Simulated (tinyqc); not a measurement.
# Van der Pauw, Hall and four-point-probe measurements on a doped layer: correction factor against the shape of the sample

A uniform n-type layer with sheet resistance Rs = 1/(q ns mu), point contacts, low field (mu B small).

Rs = 1/(q ns mu). For a rectangle with contacts at the corners, RA = (8 Rs/pi) sum_(k>=0) ln coth((2k + 1) pi a/(2 b)) with current along a short side b and voltage along the opposite one, RB the same with a and b exchanged. ar = a/b. F = Rs/[(pi/ln 2)(RA + RB)/2]; small-asymmetry estimate 1 - (ln 2/2) d^2 - ((ln 2)^2/4 - (ln 2)^3/12) d^4 with d = (RB - RA)/(RB + RA).

Parameters, values chosen for the exercise: sheet density of the layer ns = 1e15 cm^-2; drift mobility mu = 200 cm^2/(V s).

Constants: q = 1.602176634e-19 C. Results are converted to the units shown.

Result of one run:
```
ar	RA (ohm)	RB (ohm)	RB/RA	F	estimate of F
1	6.885	6.885	1.000	1.000	1.000
```

What becomes of these results when the side ratio a/b of a rectangular sample with corner contacts ar is changed from 1 to 1.57, all else the same?

Result of the changed run:
```
ar	RA (ohm)	RB (ohm)	RB/RA	F	estimate of F
1.57	1.146	22.02	19.22	0.5944	0.6577
```

The whole series:
```
ar	RA (ohm)	RB (ohm)	RB/RA	F	estimate of F
1	6.885	6.885	1.000	1.000	1.000
1.14	4.429	10.16	2.293	0.9442	0.9444
1.29	2.763	14.06	5.089	0.8185	0.8249
1.43	1.779	17.96	10.09	0.6977	0.7254
1.57	1.146	22.02	19.22	0.5944	0.6577
1.71	0.7382	26.19	35.48	0.5114	0.6167
1.86	0.4608	30.73	66.70	0.4415	0.5917
2	0.2968	35.02	118.0	0.3899	0.5787
```

RB/RA rises from 1.00 to 118 and F falls from 1.00 to 0.390. The estimate is 0.78 % above F at a/b = 1.29 and 48 % above it in the last row. RA shrinks about as exp(-pi a/b): by a factor of 1.55 between the last two rows, against 1.55.

Numbers from tinyqc (`OMP_NUM_THREADS=1 python tinyqc.py 2850102 2850103 out.jsonl`; about 0.01 s on one thread of a shared Intel Xeon 2.30GHz).
